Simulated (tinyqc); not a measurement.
# Worked calculation: carrier lifetime of a p-type layer with SRH, radiative, Auger and surface recombination

tinyqc, about 0.01 s, one thread, Intel Xeon 2.30GHz (shared host): `OMP_NUM_THREADS=1 python tinyqc.py 2300061 2300062 out.jsonl` Printed values are rounded.

Uniform excess density dn = dp (no trapping), n = n0 + dn, p = p0 + dn, Boltzmann statistics, full ionisation. Surfaces enter as a rate 2 S dn/d, which holds while diffusion to them is fast.

Inputs (values chosen for the exercise); band and dielectric values close to those of 4H silicon carbide:
- T = 300 K (temperature)
- Eg = 3.23 eV (band gap)
- Nc = 1.71e19 cm^-3 (conduction-band density of states at T)
- Nv = 2.51e19 cm^-3 (valence-band density of states at T)
- B = 1.53e-12 cm^3/s (radiative coefficient)
- N = 5e16 cm^-3 (acceptor density)
- Cn = 4.7e-31 cm^6/s (Auger coefficient (two electrons))
- Cp = 2.2e-31 cm^6/s (Auger coefficient (two holes))
- Nt = 3.8e12 cm^-3 (trap density)
- sn = 7e-17 cm^2 (capture cross-section for electrons)
- sp = 9e-16 cm^2 (capture cross-section for holes)
- vth = 2e7 cm/s (thermal velocity (both carriers))
- Et = 2.62 eV (trap level below the conduction band)
- S = 2000 cm/s (surface recombination velocity (both faces))
- d = 20 um (sample thickness)
- G = 3e23 cm^-3 s^-1 (generation rate)

Constants: q = 1.602176634e-19 C, kB = 1.380649e-23 J/K, Vt = kB T/q. Results are converted to the units shown.

Range of the model: S d exceeds 2.5 cm^2/s, comparable with a diffusion coefficient, so 2 S/d overstates the surface loss.

## Equilibrium densities and SRH constants

ni = sqrt(Nc Nv) exp(-Eg/(2 Vt)), Eg in volts; majority density N/2 + sqrt(N^2/4 + ni^2), n0 p0 = ni^2; n1 = Nc exp(-Et/Vt), p1 = Nv exp((Et - Eg)/Vt); tn0 = 1/(sn vth Nt), tp0 = 1/(sp vth Nt).

ni = 1.53295e-8 cm^-3
n0 = 4.69989e-33 cm^-3
p0 = 5e16 cm^-3
n1 = 1.65552e-25 cm^-3
p1 = 1.41947e9 cm^-3
tn0 = 1.87970e-4 s
tp0 = 1.46199e-5 s

## Starting value

dn = 3e18 cm^-3.

dn at the start = 3e18 cm^-3

## Iteration 1: new dn

With e = n p - ni^2 = dn (n0 + p0 + dn): U_SRH = e/(tp0 (n + n1) + tn0 (p + p1)), U_rad = B e, U_Aug = (Cn n + Cp p) e, U_s = 2 S dn/d. Newton step on ln U(ln dn) = ln G, U the sum: k = d ln U/d ln dn (central difference over factors 1.0001), dn(new) = dn (G/U)^(1/k).

U_SRH = 1.48258e22 cm^-3 s^-1
U_rad = 1.39995e25 cm^-3 s^-1
U_Aug = 1.90411e25 cm^-3 s^-1
U_s = 6e24 cm^-3 s^-1
k = 2.31709
dn after iteration 1 = 3.66883e17 cm^-3

## Iteration 2: new dn

As before.

U_SRH = 1.82677e21 cm^-3 s^-1
U_rad = 2.34009e23 cm^-3 s^-1
U_Aug = 4.04008e22 cm^-3 s^-1
U_s = 7.33765e23 cm^-3 s^-1
k = 1.27743
dn after iteration 2 = 1.41848e17 cm^-3

## Course of the iteration

Stop when the step is below 1e-10 of the value, or after 40 iterations.

Course of the iteration:
```
iteration  dn before the step (cm^-3)  step (cm^-3)
1                                3e18      -2.63e18
2                          3.66883e17      -2.25e17
3                          1.41848e17      -1.13e16
4                          1.30513e17      -4.35e13
5                          1.30470e17       -6.58e8
6                          1.30470e17             0
```

Converged in 6 iterations.

## Lifetime, shares and quasi-Fermi splitting

converged dn = 1.30470e17 cm^-3

With e = n p - ni^2 = dn (n0 + p0 + dn): U_SRH = e/(tp0 (n + n1) + tn0 (p + p1)), U_rad = B e, U_Aug = (Cn n + Cp p) e, U_s = 2 S dn/d. tau = dn/U, shares of U, splitting Vt ln(n p/ni^2), radiative efficiency U_rad/U.

tau = 4.34899e-7 s
shares (%): SRH 0.2190, radiative 12.0083, Auger 0.7929, surface 86.9797
quasi-Fermi splitting = 2.97637 V

Surface recombination takes the largest share. dn is 2.6 times the doping: intermediate injection.
